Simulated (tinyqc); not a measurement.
Inside a calculation: dielectric confinement in a thin film (image charges). Values are carried at full precision from step to step, so a last printed digit may differ when a step is redone from the rounded ones.

A film |z| < t/2 of dielectric constant eps between half-spaces of dielectric constant e2; lam = (eps - e2)/(eps + e2), q = e^2/(4 pi eps0). The self-energy of a band edge is taken with the high-frequency value, e2 = eh, and the field of a fixed ion with the static one, e2 = eo. A charge at z has images lam^|n| at n t + (-1)^n z. Its self-energy is S(z) = (q/2 eps) sum over n >= 1 of lam^n [1/(n t - 2z) + 1/(n t + 2z)] for odd n and 2 lam^n/(n t) for even n; at the centre S(0) = -(q/(eps t)) ln(1 - lam).

Constants: e^2/(4 pi eps0) = 14.39964547 eV angstrom; hbar^2/2m0 = 3.80998211 eV angstrom^2; Ry = 13.60569312 eV.

Parameters, chosen for this exercise (near those of a Si (100) film, two-fold valleys, between layers of HfO2; not measured data): t = 38 angstrom (film thickness); eps = 11.8 (dielectric constant of the film); eh = 4 (high-frequency dielectric constant outside); mz = 0.918 m0 (mass across the film); eo = 21.8 (static dielectric constant outside); m = 0.19 m0 (mass in the plane).

## Images for a charge at the centre

Give lam, the first five terms (q/eps) lam^n/(n t), their sum and the closed form.

lam = 0.4937

terms (meV): 15.85  3.91  1.29  0.48  0.19

sum of five = 21.72 meV
S(0) = 21.86 meV

The surroundings screen less than the film, so the images repel and each band edge moves outwards: the gap changes by about 2 S = +44 meV. The static value 21.8 would give S(0) = -8.4 meV.

## Self-energy across the film

S at 2z/t = 0, 0.2, 0.4, 0.6, 0.8 and 0.9, summed to n = 399.

Self-energy:
```
2z/t  z (angstrom)  S (meV)
0.0            0.0    21.86
0.2            3.8    22.52
0.4            7.6    24.90
0.6           11.4    30.83
0.8           15.2    50.14
0.9           17.1    89.58
```

Towards the wall S diverges as (q lam/4 eps)/(distance), an artefact of the abrupt interface that the vanishing envelope makes harmless.

## Shift of the subband edge

First order: <S> over the envelope (2/t) cos^2(pi z/t), beside the confinement energy c (pi/t)^2/mz, c = hbar^2/2m0.

<S> = 25.35 meV
confinement energy = 28.37 meV

|<S>| is 0.89 times the confinement energy; the first goes as 1/t and the second as 1/t^2, so they are equal at t = 43 angstrom.

## Binding of a donor

Donor at the centre, lam from the static eo, trial function cos(pi z/t) exp(-rho/l): E(l) = c/(m l^2) - (q/eps) times the integral over k of F(k t) (1 + (k l/2)^2)^(-3/2), with F(x) = F0 + 2 lam exp(-x) G/(1 - lam exp(-x)), F0 = 2[(1 - exp(-x/2))/x + x (1 + exp(-x/2))/(x^2 + 4 pi^2)], G = 2 sinh(x/2)[1/x - x/(x^2 + 4 pi^2)]; c = hbar^2/2m0. The binding energy is -E at the minimum, counted from the subband edge with its self-energy.

Minimise over l with and without images (lam = 0); Ry* = Ry m/eps^2.

Donor:
```
case         l (angstrom)  binding (meV)  in Ry*
no images            27.5           40.8    2.20
with images          29.3           27.3    1.47
```

Ry* = 18.57 meV

The images change the binding by -13.5 meV, against -2 (q/(eps t)) ln(1 - lam) = -16.7 meV for an orbit much smaller than t. At 300 K the binding is 1.1 kB T.

## Checks

- S(0) from the series against the closed form, meV: both 21.86.
- F(2.3) for lam = 0.4937 from a direct sum over images against the closed form: both 0.8430.

(tinyqc, `OMP_NUM_THREADS=1 python tinyqc.py 1252271 1252272 out.jsonl`, Intel(R) Xeon(R) Processor @ 2.30GHz, 1 thread, shared host, about 0.09 s.)
